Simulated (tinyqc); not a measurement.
From results back to parameters: Shockley-Read-Hall recombination through one deep level. Two cases, with inputs chosen for the exercise.

Problem. Deep-level transient spectroscopy: the emission rate is en = gam sigma T^2 exp(-dE/kB T), dE = Ec - Et. Two rates were computed from hidden dE and sigma.

Constants: kB = 8.617333262e-05 eV/K.

Find: ln(en/T^2) at T1 and T2; dE; sigma.

Method. ln(en/T^2) against 1/T is a line of slope -dE/kB and intercept ln(gam sigma); plotting ln en alone would overstate dE by about 2 kB T.

Case 1.

Values chosen (out of a larger set: gap and densities of states near those of SiC at this temperature; not measured data): gam = 3.3e+21 1/(cm^2 s K^2) (vth Nc/T^2, which does not depend on T); T1 = 279 K; T2 = 330 K.

en(T1) = 176.866 1/s
en(T2) = 10163.6 1/s

Solution.

ln(en/T^2) at T1 and T2: -6.0870  -2.3716

dE = 0.578 eV
sigma = 1.9e-14 cm^2

Case 2.

Values chosen (out of a larger set: gap and densities of states near those of Si at this temperature; not measured data): gam = 5.9e+21 1/(cm^2 s K^2) (vth Nc/T^2, which does not depend on T); T1 = 218 K; T2 = 246 K.

en(T1) = 8.93005 1/s
en(T2) = 174.803 1/s

Solution.

ln(en/T^2) at T1 and T2: -8.5796  -5.8470

dE = 0.451 eV
sigma = 8.5e-16 cm^2

Computed by tinyqc, one run a case: `OMP_NUM_THREADS=1 python tinyqc.py N N+1 out.jsonl` with N = 1682459, 1682468; one thread of a shared Intel(R) Xeon(R) Processor @ 2.30GHz, about 0.01 s a run at most.
